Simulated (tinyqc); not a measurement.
Worked calculation: LCCD on RHF in the sto-3g basis, for H6, spin multiplicity 1. One step of it, computed by the program tinyqc.

Question. Integrals over molecular orbitals. (pq|rs) = sum C_ip C_jq C_kr C_ls (ij|kl), one index at a time.

coefficients C:
```
,MO1,MO2,MO3,MO4,MO5,MO6
1H 1s,0.195387,0.374737,-0.404146,-0.588665,-0.705613,0.463924
2H 1s,0.276336,0.410445,-0.285171,0.378018,0.800908,-0.729192
3H 1s,0.378510,0.095928,0.430015,0.591219,-0.245219,0.962797
4H 1s,0.378510,-0.095928,0.430015,-0.591219,-0.245219,-0.962797
5H 1s,0.276336,-0.410445,-0.285171,-0.378018,0.800908,0.729192
6H 1s,0.195387,-0.374737,-0.404146,0.588665,-0.705613,-0.463924
```

core Hamiltonian H = T + V (hartree):
```
,1H 1s,2H 1s,3H 1s,4H 1s,5H 1s,6H 1s
1H 1s,-1.628591,-1.118771,-0.208803,-0.035253,-0.001953,-0.000128
2H 1s,-1.118771,-1.940254,-0.868168,-0.218340,-0.019881,-0.001953
3H 1s,-0.208803,-0.868168,-2.074498,-1.258446,-0.218340,-0.035253
4H 1s,-0.035253,-0.218340,-1.258446,-2.074498,-0.868168,-0.208803
5H 1s,-0.001953,-0.019881,-0.218340,-0.868168,-1.940254,-1.118771
6H 1s,-0.000128,-0.001953,-0.035253,-0.208803,-1.118771,-1.628591
```

Two-electron integrals (ij|kl) in chemists' order, unique and non-zero (hartree):
```
i,j,k,l,(ij|kl)
1,1,1,1,0.774606
2,1,1,1,0.329148
2,1,2,1,0.176071
2,2,1,1,0.491935
2,2,2,1,0.329148
2,2,2,2,0.774606
3,1,1,1,0.038599
3,1,2,1,0.023110
3,1,2,2,0.049928
3,1,3,1,0.003755
3,2,1,1,0.124945
3,2,2,1,0.085602
3,2,2,2,0.215368
3,2,3,1,0.016612
3,2,3,2,0.083267
3,3,1,1,0.241237
3,3,2,1,0.161416
3,3,2,2,0.409178
3,3,3,1,0.038599
3,3,3,2,0.215368
3,3,3,3,0.774606
4,1,1,1,0.004569
4,1,2,1,0.002907
4,1,2,2,0.006699
4,1,3,1,0.000530
4,1,3,2,0.002524
4,1,3,3,0.006699
4,1,4,1,0.000081
4,2,1,1,0.023196
4,2,2,1,0.015550
4,2,2,2,0.038599
4,2,3,1,0.003218
4,2,3,2,0.016612
4,2,3,3,0.049928
4,2,4,1,0.000530
4,2,4,2,0.003755
4,3,1,1,0.104030
4,3,2,1,0.066745
4,3,2,2,0.161416
4,3,3,1,0.015550
4,3,3,2,0.085602
4,3,3,3,0.329148
4,3,4,1,0.002907
4,3,4,2,0.023110
4,3,4,3,0.176071
4,4,1,1,0.168095
4,4,2,1,0.104030
4,4,2,2,0.241237
4,4,3,1,0.023196
4,4,3,2,0.124945
4,4,3,3,0.491935
4,4,4,1,0.004569
4,4,4,2,0.038599
4,4,4,3,0.329148
4,4,4,4,0.774606
5,1,1,1,0.000159
5,1,2,1,0.000104
5,1,2,2,0.000251
5,1,3,1,0.000022
5,1,3,2,0.000113
5,1,3,3,0.000354
5,1,4,1,3.69e-06
5,1,4,2,0.000026
5,1,4,3,0.000167
5,1,4,4,0.000284
5,1,5,1,1.90e-07
5,2,1,1,0.001471
5,2,2,1,0.000948
5,2,2,2,0.002289
5,2,3,1,0.000207
5,2,3,2,0.001097
5,2,3,3,0.003707
5,2,4,1,0.000037
5,2,4,2,0.000279
5,2,4,3,0.001948
5,2,4,4,0.003707
5,2,5,1,2.04e-06
5,2,5,2,0.000023
5,3,1,1,0.014205
5,3,2,1,0.008786
5,3,2,2,0.020372
5,3,3,1,0.001939
5,3,3,2,0.010320
5,3,3,3,0.038599
5,3,4,1,0.000365
5,3,4,2,0.002935
5,3,4,3,0.023110
5,3,4,4,0.049928
5,3,5,1,0.000022
5,3,5,2,0.000279
5,3,5,3,0.003755
5,4,1,1,0.052459
5,4,2,1,0.031538
5,4,2,2,0.070652
5,4,3,1,0.006623
5,4,3,2,0.034180
5,4,3,3,0.124945
5,4,4,1,0.001256
5,4,4,2,0.010320
5,4,4,3,0.085602
5,4,4,4,0.215368
5,4,5,1,0.000079
5,4,5,2,0.001097
5,4,5,3,0.016612
5,4,5,4,0.083267
5,5,1,1,0.120817
5,5,2,1,0.070960
5,5,2,2,0.154638
5,5,3,1,0.014205
5,5,3,2,0.070652
5,5,3,3,0.241237
5,5,4,1,0.002583
5,5,4,2,0.020372
5,5,4,3,0.161416
5,5,4,4,0.409178
5,5,5,1,0.000159
5,5,5,2,0.002289
5,5,5,3,0.038599
5,5,5,4,0.215368
5,5,5,5,0.774606
6,1,1,1,0.000007
6,1,2,1,4.72e-06
6,1,2,2,0.000011
6,1,3,1,1.04e-06
6,1,3,2,0.000006
6,1,3,3,0.000019
6,1,4,1,1.88e-07
6,1,4,2,1.44e-06
6,1,4,3,0.000010
6,1,4,4,0.000019
6,1,5,1,1.06e-08
6,1,5,2,1.22e-07
6,1,5,3,1.44e-06
6,1,5,4,0.000006
6,1,5,5,0.000011
6,2,1,1,0.000110
6,2,2,1,0.000068
6,2,2,2,0.000159
6,2,3,1,0.000015
6,2,3,2,0.000079
6,2,3,3,0.000284
6,2,4,1,2.77e-06
6,2,4,2,0.000022
6,2,4,3,0.000167
6,2,4,4,0.000354
6,2,5,1,1.64e-07
6,2,5,2,2.04e-06
6,2,5,3,0.000026
6,2,5,4,0.000113
6,2,5,5,0.000251
6,2,6,1,1.06e-08
6,2,6,2,1.90e-07
6,3,1,1,0.001900
6,3,2,1,0.001147
6,3,2,2,0.002583
6,3,3,1,0.000243
6,3,3,2,0.001256
6,3,3,3,0.004569
6,3,4,1,0.000045
6,3,4,2,0.000365
6,3,4,3,0.002907
6,3,4,4,0.006699
6,3,5,1,2.77e-06
6,3,5,2,0.000037
6,3,5,3,0.000530
6,3,5,4,0.002524
6,3,5,5,0.006699
6,3,6,1,1.88e-07
6,3,6,2,3.69e-06
6,3,6,3,0.000081
6,4,1,1,0.010915
6,4,2,1,0.006459
6,4,2,2,0.014205
6,4,3,1,0.001314
6,4,3,2,0.006623
6,4,3,3,0.023196
6,4,4,1,0.000243
6,4,4,2,0.001939
6,4,4,3,0.015550
6,4,4,4,0.038599
6,4,5,1,0.000015
6,4,5,2,0.000207
6,4,5,3,0.003218
6,4,5,4,0.016612
6,4,5,5,0.049928
6,4,6,1,1.04e-06
6,4,6,2,0.000022
6,4,6,3,0.000530
6,4,6,4,0.003755
6,5,1,1,0.056910
6,5,2,1,0.033021
6,5,2,2,0.070960
6,5,3,1,0.006459
6,5,3,2,0.031538
6,5,3,3,0.104030
6,5,4,1,0.001147
6,5,4,2,0.008786
6,5,4,3,0.066745
6,5,4,4,0.161416
6,5,5,1,0.000068
6,5,5,2,0.000948
6,5,5,3,0.015550
6,5,5,4,0.085602
6,5,5,5,0.329148
6,5,6,1,4.72e-06
6,5,6,2,0.000104
6,5,6,3,0.002907
6,5,6,4,0.023110
6,5,6,5,0.176071
6,6,1,1,0.099134
6,6,2,1,0.056910
6,6,2,2,0.120817
6,6,3,1,0.010915
6,6,3,2,0.052459
6,6,3,3,0.168095
6,6,4,1,0.001900
6,6,4,2,0.014205
6,6,4,3,0.104030
6,6,4,4,0.241237
6,6,5,1,0.000110
6,6,5,2,0.001471
6,6,5,3,0.023196
6,6,5,4,0.124945
6,6,5,5,0.491935
6,6,6,1,0.000007
6,6,6,2,0.000159
6,6,6,3,0.004569
6,6,6,4,0.038599
6,6,6,5,0.329148
6,6,6,6,0.774606
```

Give: one-electron integrals over orbitals h = C^T H C; Two-electron integrals over orbitals.

Answer.

one-electron integrals over orbitals h = C^T H C (hartree):
```
,1,2,3,4,5,6
1,-2.1476,0.0000,-0.1336,0.0000,-0.0713,0.0000
2,0.0000,-1.9338,0.0000,-0.1666,0.0000,0.0542
3,-0.1336,0.0000,-1.8975,0.0000,0.1432,0.0000
4,0.0000,-0.1666,0.0000,-1.5932,0.0000,-0.1426
5,-0.0713,0.0000,0.1432,0.0000,-1.3193,0.0000
6,0.0000,0.0542,0.0000,-0.1426,0.0000,-1.2301
```

Two-electron integrals over orbitals (pq|rs), unique and non-zero (hartree):
```
p,q,r,s,(pq|rs)
1,1,1,1,0.4024
2,1,2,1,0.1270
2,2,1,1,0.3183
2,2,2,2,0.3731
3,1,1,1,0.0791
3,1,2,2,-0.0506
3,1,3,1,0.1220
3,2,2,1,-0.1176
3,2,3,2,0.1367
3,3,1,1,0.3680
3,3,2,2,0.3318
3,3,3,1,0.0382
3,3,3,3,0.3678
4,1,2,1,0.0392
4,1,3,2,0.0073
4,1,4,1,0.0819
4,2,1,1,0.0599
4,2,2,2,-0.0015
4,2,3,1,0.0520
4,2,3,3,0.0118
4,2,4,2,0.0744
4,3,2,1,0.0653
4,3,3,2,-0.0638
4,3,4,1,0.0148
4,3,4,3,0.0824
4,4,1,1,0.3683
4,4,2,2,0.3320
4,4,3,1,0.0359
4,4,3,3,0.3588
4,4,4,2,0.0203
4,4,4,4,0.3722
5,1,1,1,0.0081
5,1,2,2,0.0289
5,1,3,1,-0.0248
5,1,3,3,-0.0118
5,1,4,2,0.0377
5,1,4,4,-0.0033
5,1,5,1,0.0499
5,2,2,1,0.0265
5,2,3,2,0.0043
5,2,4,1,0.0556
5,2,4,3,-0.0396
5,2,5,2,0.0898
5,3,1,1,-0.0665
5,3,2,2,-0.0034
5,3,3,1,-0.0554
5,3,3,3,-0.0240
5,3,4,2,-0.0709
5,3,4,4,-0.0199
5,3,5,1,-0.0328
5,3,5,3,0.0757
5,4,2,1,0.1182
5,4,3,2,-0.1310
5,4,4,1,0.0007
5,4,4,3,0.0653
5,4,5,2,-0.0023
5,4,5,4,0.1401
5,5,1,1,0.3321
5,5,2,2,0.3774
5,5,3,1,-0.0415
5,5,3,3,0.3429
5,5,4,2,0.0030
5,5,4,4,0.3506
5,5,5,1,0.0289
5,5,5,3,-0.0061
5,5,5,5,0.4002
6,1,2,1,0.0016
6,1,3,2,0.0166
6,1,4,1,0.0296
6,1,4,3,0.0505
6,1,5,2,-0.0330
6,1,5,4,-0.0140
6,1,6,1,0.0684
6,2,1,1,-0.0127
6,2,2,2,-0.0326
6,2,3,1,0.0227
6,2,3,3,0.0025
6,2,4,2,-0.0346
6,2,4,4,0.0045
6,2,5,1,-0.0463
6,2,5,3,0.0365
6,2,5,5,-0.0320
6,2,6,2,0.0483
6,3,2,1,0.0421
6,3,3,2,-2.57e-04
6,3,4,1,0.0785
6,3,4,3,0.0169
6,3,5,2,0.0558
6,3,5,4,-0.0005
6,3,6,1,0.0291
6,3,6,3,0.0835
6,4,1,1,0.0812
6,4,2,2,-0.0437
6,4,3,1,0.1174
6,4,3,3,0.0398
6,4,4,2,0.0541
6,4,4,4,0.0403
6,4,5,1,-0.0220
6,4,5,3,-0.0565
6,4,5,5,-0.0447
6,4,6,2,0.0219
6,4,6,4,0.1263
6,5,2,1,-0.1300
6,5,3,2,0.1218
6,5,4,1,-0.0407
6,5,4,3,-0.0693
6,5,5,2,-0.0277
6,5,5,4,-0.1274
6,5,6,1,-0.0026
6,5,6,3,-0.0465
6,5,6,5,0.1455
6,6,1,1,0.4276
6,6,2,2,0.3386
6,6,3,1,0.0850
6,6,3,3,0.3934
6,6,4,2,0.0661
6,6,4,4,0.3999
6,6,5,1,0.0096
6,6,5,3,-0.0744
6,6,5,5,0.3622
6,6,6,2,-0.0148
6,6,6,4,0.0931
6,6,6,6,0.4776
```
